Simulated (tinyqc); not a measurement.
Coverage along the feature as the dose grows: atomic layer deposition: Langmuir saturation, growth per cycle and coating of deep features. Computed by tinyqc, a small Python program. Command: `OMP_NUM_THREADS=1 python tinyqc.py 3029538 3029539 out.jsonl ald walk`. One thread of a shared host (Intel(R) Xeon(R) Processor @ 2.30GHz), about 0.01 s of CPU time with the checks.

Precursor A sticks only on free sites, so a long enough pulse saturates; co-reactant B then frees the sites again.

Inputs (values chosen for the exercise, modelled on titanium nitride from the chloride and ammonia): precursor mass M = 190 u; site density q = 1.9 1/nm^2; sticking probability beta on free sites = 0.00043; precursor pressure p = 0.89 Pa; temperature T = 350 C; pulse time t = 0.51 s; desorption energy E_d = 2.03 eV; aspect ratio a = 48.

Feature: round hole.

Constants: u = 1.6605390666e-27 kg; k_B = 1.380649e-23 J/K; k_B = 8.617333262e-05 eV/K.

Method:
- Wall flux F = p/sqrt(2 pi M k_B T); rate of filling k_a = beta F/q; desorption k_d = 1e13 exp(-E_d/(k_B T)) per second. 1/m^2 = 1e-18/nm^2.
- Temperatures in kelvin are T(C) + 273.15.
- Diffusion-limited filling (Gordon) of a round hole of diameter w: a saturation front at depth z needs dz/dt = D_K n/(z (4q/w)), with Knudsen D_K = w c/3 and F = n c/4; including the entrance and floor terms, t = (q/F)(1 + 19a/4 + 3a^2/2). Reaction-limited filling needs ln(100)/k_a at any depth, k_a = beta F/q. Flow is molecular. The front picture holds when the modulus a sqrt(beta) is well above 1.
- Depth reached by the given pulse: solve the same formula for a. Exposure = p x diffusion-limited time; 1 langmuir = 1.33322e-4 Pa s.
- Continuum model with steady gas transport: d2n/dz2 = 3 beta (1 - th) n/d_h^2 (d_h the hydraulic diameter, n = 1 at the mouth, no flux at the floor, 60 cells), d th/dt = beta F n (1 - th)/q; no desorption. Times are multiples of the larger of the Gordon time and ln(100)/k_a.

diffusion-limited time = 1.02738 s

time to 99 % without desorption, ln(100)/k_a = 2.98586 s

flux F = 6814.92 1/(nm^2 s)

modulus = 0.995349

Coverage:
```
multiple   t (s)  top cell  quarter depth  half depth  three quarters  floor cell
0.05      0.1493     0.203          0.147       0.108           0.087       0.080
0.10      0.2986     0.365          0.275       0.210           0.172       0.159
0.20      0.5972     0.598          0.486       0.393           0.334       0.314
0.40      1.1943     0.839          0.755       0.672           0.611       0.589
0.60      1.7915     0.936          0.891       0.841           0.802       0.786
0.80      2.3887     0.974          0.954       0.930           0.909       0.902
1.00      2.9859     0.990          0.981       0.971           0.962       0.958
1.30      3.8816     0.997          0.995       0.992           0.990       0.989
```

What follows from these numbers?

At a multiple of 0.2 the coverage is 0.60 at the top and 0.31 at the floor. The coverage falls gradually with depth, without a sharp front. In the last row the floor reaches 0.989. Caution: the modulus is not well above 1 or the Gordon time is under three times ln(100)/k_a, so there is no sharp front: the Gordon time is only a lower bound and the reaction time must be met as well.
